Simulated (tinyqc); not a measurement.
Conductivity against oxygen pressure: defect equilibria of an oxide against oxygen pressure (mass action). Computed by tinyqc, a small Python program. Command: `OMP_NUM_THREADS=1 python tinyqc.py 3020020 3020021 out.jsonl brouwer walk`. One thread of a shared host (Intel(R) Xeon(R) Processor @ 2.30GHz), about 0.01 s of CPU time with the checks.

Defects: oxygen vacancies V (charge +2), electrons n, holes p, the ionic partner X = V_M'' (charge -2), and the dopant. Activities are taken equal to concentrations.

Inputs (values chosen for the exercise, for a model oxide):

| quantity | value | unit |
|---|---|---|
| reduction enthalpy H_r | 3.52 | eV |
| prefactor K_r0 | 4.9e+69 | cm^-9 atm^(1/2) |
| gap E_g | 2.82 | eV |
| prefactor N_c N_v | 8e+41 | cm^-6 |
| disorder enthalpy H_s | 4.27 | eV |
| prefactor K_s0 | 6.4e+44 | cm^-6 |
| dopant density N_d | 1.8e+20 | cm^-3 |
| temperature T | 700 | K |
| electron mobility mu_n | 0.1 | cm^2/(V s) |
| hole mobility mu_p | 1.9 | cm^2/(V s) |
| vacancy diffusion prefactor D_0 | 0.14 | cm^2/s |
| vacancy migration energy E_m | 0.57 | eV |

Ionic disorder: Schottky, oxide MO. Dopant (singly charged, fully ionised): acceptor.

Constants: k_B = 8.617333262e-05 eV/K; e = 1.602176634e-19 C.

Method:
- K_r = K_r0 exp(-H_r/k_B T) = [V] n^2 P^(1/2); K_i = N_c N_v exp(-E_g/k_B T) = n p; K_s = K_s0 exp(-H_s/k_B T) = [X] [V].
- Neutrality: 2 [V] + p = n + 2 [X] + N_d. With n as the unknown, [V] = K_r/(n^2 P^(1/2)), p = K_i/n, [X] = K_s/[V]; the log ratio is ln(positive/negative).
- The root is found by 60 bisections in ln n between n = 1e-10 and 1e25 cm^-3.
- sigma_n = e n mu_n, sigma_p = e p mu_p, sigma_ion = 2 e [V] mu_V with mu_V = 2 e D/(k_B T) and D = D_0 exp(-E_m/k_B T); only the oxygen vacancies carry ionic current, and the ionic transport number is sigma_ion over the total.

K_r = 2.22491e+44 cm^-9 atm^(1/2)

K_i = 3.98092e+21 cm^-6

K_s = 1.15753e+14 cm^-6

Log10 of the conductivities in S/cm:

| log10 P (atm) | n-type | p-type | ionic | total | ionic transport number |
|---|---|---|---|---|---|
| -28 | -0.6162 | -16.096 | -1.9422 | -0.5962 | 0.04509 |
| -24 | -1.6006 | -15.111 | -1.9734 | -1.4472 | 0.29770 |
| -20 | -2.5989 | -14.113 | -1.9768 | -1.8838 | 0.80731 |
| -16 | -3.5988 | -13.113 | -1.9771 | -1.9669 | 0.97666 |
| -12 | -4.5988 | -12.113 | -1.9771 | -1.9761 | 0.99762 |
| -8 | -5.5988 | -11.113 | -1.9771 | -1.9770 | 0.99976 |
| -4 | -6.5988 | -10.113 | -1.9771 | -1.9771 | 0.99998 |
| 0 | -7.5988 | -9.113 | -1.9771 | -1.9771 | 1.00000 |

What follows from these numbers?

The ionic transport number exceeds 0.9 in the rows log P = -16, -12, -8, -4, 0: the electrolytic window. The total has no minimum inside this range.

Extremes, crossings and ranges named in words are read from the listed rows.
